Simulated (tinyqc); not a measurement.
Free and trapped electrons in a MOS channel with a dense trap tail: two steps of the calculation.

p-type body, charge-sheet picture, full ionisation (an idealisation for deep acceptors), Boltzmann statistics for free electrons. e = Ec - EF at the surface. Acceptor-like traps of density D(E) = D0 + De exp(-E/Ew) at depth E below Ec, from 0 to Eu, hold n_t = integral of D(E)/(1 + exp((e - E)/Vt)). psi = Eg - Vt ln(Nv/Na) - e; N_dep = sqrt(2 eps0 eps_r Na (psi - Vt)/q); n_f = sqrt(N_dep^2 + 2 eps0 eps_r Vt Nc exp(-e/Vt)/q) - N_dep; Vg = Vfb + psi + q (N_dep + n_t + n_f)/Cox, Cox = eps0 eox/tox.

Parameters, values chosen for the exercise; band and dielectric values close to those of gallium nitride: temperature T = 300 K; band gap Eg = 3.39 eV; relative permittivity eps_r = 9.49; conduction-band density of states at T Nc = 2.32e18 cm^-3; valence-band density of states at T Nv = 4.54e19 cm^-3; relative permittivity of the insulator eox = 3.9; insulator thickness tox = 42 nm; acceptor density Na = 1.9e17 cm^-3; flat-band voltage without trapped charge Vfb = -2.14 V; constant background density of acceptor-like traps D0 = 2.5e10 cm^-2 eV^-1; density of the tail at the conduction edge De = 1.6e13 cm^-2 eV^-1; decay energy of the tail Ew = 0.11 eV; depth below Ec down to which the traps reach Eu = 0.54 eV; mobility of free electrons mf = 68 cm^2/(V s); Ec - EF at the surface e = 0.063 eV.

Constants: q = 1.602176634e-19 C, kB = 1.380649e-23 J/K, Vt = kB T/q, eps0 = 8.8541878128e-14 F/cm where lengths are in cm. Results are converted to the units shown.

Problem 1. Trapped charge. Trapezoid rule on 14 equal steps from 0 to Eu, f = 1/(1 + exp((e - E)/Vt)).

Find: E; D(E) f; n_t.

Solution 1.

```
point   E (eV)  D(E) f (cm^-2 eV^-1)
0            0              1.288e12
1      0.03857              3.161e12
2      0.07714              5.042e12
3       0.1157              4.967e12
4       0.1543              3.848e12
5       0.1929              2.778e12
6       0.2314              1.974e12
7       0.2700              1.399e12
8       0.3086              9.928e11
9       0.3471              7.066e11
10      0.3857              5.050e11
11      0.4243              3.631e11
12      0.4629              2.631e11
13      0.5014              1.927e11
14      0.5400              1.431e11
```

n_t = 1.038e12 cm^-2

Problem 2. Charges and gate voltage. psi, N_dep, n_f and Vg as defined, with the n_t given; free share n_f/(n_f + n_t); apparent mobility mf n_f/(n_f + n_t); gate voltage spent on traps q n_t/Cox.

n_t = 1.0378567e12 cm^-2

Give: psi; N_dep; n_f; Vg; free share; apparent mobility; gate voltage spent on traps.

Solution 2.

psi = 3.185 V
N_dep = 2.509e12 cm^-2
n_f = 1.094e10 cm^-2
Vg = 7.979 V
free share = 1.043 %
apparent mobility = 0.7090 cm^2/(V s)
gate voltage spent on traps = 2.022 V

tinyqc, about 0.02 s, one thread, Intel Xeon 2.30GHz (shared host): `OMP_NUM_THREADS=1 python tinyqc.py 2222228 2222229 out.jsonl`
